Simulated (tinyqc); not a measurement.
# Resistance of a source-drain extension with a graded tip: two studies

y runs along the channel, the gate covers y > 0. The doping is N0 for y < y0 and N0 10^(-(y - y0)/la) beyond, uniform over the depth xj. Sheet conductance s(y) = q mu(N) max(N - Nch, 0) xj + (for y > 0) ma Cox Vo, with mu(N) = u0 + (u1 - u0)/(1 + (N/Nr)^au) and Cox = eps0 eox/tox. Current is taken as one-dimensional; depletion of the tip, spreading and the contact are left out. The metallurgical junction lies at yj, where N = Nch.

Parameters, values chosen for the exercise; mobility law close to that of electrons in silicon: relative permittivity of the gate insulator (close to silicon nitride) eox = 7.42; insulator thickness tox = 7.6 nm; active doping of the extension far from the gate N0 = 6.8e19 cm^-3; lateral abruptness la = 4.4 nm/decade; position under the gate where the fall begins (gate edge at 0) y0 = 3.7 nm; depth of the extension xj = 7 nm; channel doping Nch = 2.5e18 cm^-3; spacer length Ls = 16 nm; gate overdrive Vo = 0.86 V; mobility of the gate-induced layer ma = 220 cm^2/(V s); mobility at low doping u1 = 1414 cm^2/(V s); mobility at high doping u0 = 68.5 cm^2/(V s); reference doping Nr = 9.2e16 cm^-3; exponent au = 0.711; gate length Lg = 45 nm.

Constants: q = 1.602176634e-19 C, eps0 = 8.8541878128e-14 F/cm where lengths are in cm. Results are converted to the units shown.

Each table varies one quantity; the others keep the values above.

## Abruptness at a fixed junction position

R_spacer = integral of dy/s from -Ls to 0, R_ov from 0 to yj, R_channel = (Lg - 2 yj)/(ma Cox Vo), R_total = 2 R_spacer + 2 R_ov + R_channel. Electrical length L_eff = ma Cox dR_total/d(1/Vo); R_series = R_total - L_eff/(ma Cox Vo). y0 is moved with la so that yj stays at 10.012 nm.

The same in every row: yj (nm) = 10.01; R_channel (ohm um) = 152.7.

Abruptness at a fixed junction position:
```
la (nm/decade)	R_spacer (ohm um)	R_ov (ohm um)	R_total (ohm um)	L_eff (nm)	R_series (ohm um)
1	27.00	16.39	239.5	26.88	75.16
2.3	27.00	20.49	247.7	28.13	75.68
3.6	27.00	24.58	255.9	29.39	76.20
4.9	27.00	28.68	264.1	30.64	76.72
6.1	27.00	32.46	271.6	31.80	77.20
7.4	27.09	36.50	279.9	33.05	77.85
8.7	28.56	39.79	289.4	34.16	80.53
10	31.71	42.33	300.8	35.12	86.06
```

As la goes from 1 to 10 nm/decade, R_total rises from 239 to 301 ohm um, R_spacer rises from 27.0 to 31.7 ohm um and R_ov rises from 16.4 to 42.3 ohm um. R_total changes on average by 6.81 ohm um for each nm/decade. L_eff exceeds the metallurgical length by 1.90 nm in the first row and 10.1 nm in the last, since the gate also controls the lightly doped tips.

## Effect of the depth of the extension

Same model as above.

The same in every row: yj (nm) = 10.01; R_channel (ohm um) = 152.7.

Effect of the depth of the extension:
```
xj (nm)	R_spacer (ohm um)	R_ov (ohm um)	R_total (ohm um)	L_eff (nm)	R_series (ohm um)
4	47.25	33.62	314.4	32.09	118.2
5.6	33.75	29.66	279.5	30.88	90.71
7.7	24.55	26.04	253.9	29.87	71.25
11	17.18	22.23	231.5	28.89	54.91
15	12.60	19.17	216.2	28.16	44.09
21	9.000	16.15	203.0	27.49	34.96
29	6.517	13.57	192.9	26.95	28.09
40	4.725	11.30	184.8	26.51	22.64
```

What does the table show?

As xj goes from 4 to 40, R_total falls from 314 to 185 ohm um, L_eff falls from 32.1 to 26.5 nm and R_series falls from 118 to 22.6 ohm um.

tinyqc, about 0.03 s, one thread, Intel Xeon 2.30GHz (shared host): `OMP_NUM_THREADS=1 python tinyqc.py 2282275 2282276 out.jsonl`
